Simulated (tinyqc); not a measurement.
Absorber share: periodic multilayer mirror for extreme ultraviolet light.

s polarisation, vacuum above. q_j = sqrt(N_j^2 - sin^2 theta); interface r_jk = (q_j - q_k)/(q_j + q_k) exp(-2 (2 pi/lam)^2 q_j q_k sg^2) (Nevot-Croce; sg = 0 if not given); phase factor of a layer x_j = exp(4 pi i q_j d_j/lam). Each period has the spacer (thickness (1 - Gm) L) on top of the absorber (Gm L). In this recursion R is the amplitude; R in tables and results is the reflectance, its squared modulus. The substrate is of the spacer material. Starting with R = 0 in it, each interface upward gives R -> (r + R x)/(1 + r R x), x that of the layer below the interface (1 for the substrate).

Inputs chosen for the exercise (optical constants near those of Mo and Si at 13.5 nm; shifted at random, so the results belong to these values and not to a real crystal): lam = 13.5 nm (wavelength); dA = (0.0742, 0.00613) (delta and beta of the absorber, N = 1 - delta + i beta); dS = (0.0009, 0.00186) (delta and beta of the spacer and the substrate); theta = 9 degrees (angle from the normal); sg = 0.2 nm (interface roughness); Np = 50 (periods).

For each Gm the period is set so that lam_B = 2 L Re(mean q) equals lam - 0.09 nm.

Results:

| Gm | L (nm) | R |
|---|---|---|
| 0.15 | 6.872 | 0.525 |
| 0.20 | 6.899 | 0.634 |
| 0.25 | 6.925 | 0.688 |
| 0.30 | 6.952 | 0.715 |
| 0.35 | 6.979 | 0.727 |
| 0.40 | 7.006 | 0.731 |
| 0.50 | 7.061 | 0.718 |
| 0.60 | 7.116 | 0.681 |
| 0.70 | 7.173 | 0.609 |

Give the missing row, Gm = 0.45.

Computed row:
```
Gm    L (nm)      R
0.45   7.033  0.727
```

The largest value listed is 0.731 at 0.4. The contrast of a period goes as sin(pi Gm) and is largest at 0.5, while the loss grows with Gm; R is 0.718 at 0.5, 0.715 at 0.3 and 0.609 at 0.7. Absorption pulls the best share below 0.5.

Program tinyqc; command `OMP_NUM_THREADS=1 python tinyqc.py 1681954 1681955 out.jsonl`; about 0.01 s on one thread of a shared Intel(R) Xeon(R) Processor @ 2.30GHz.
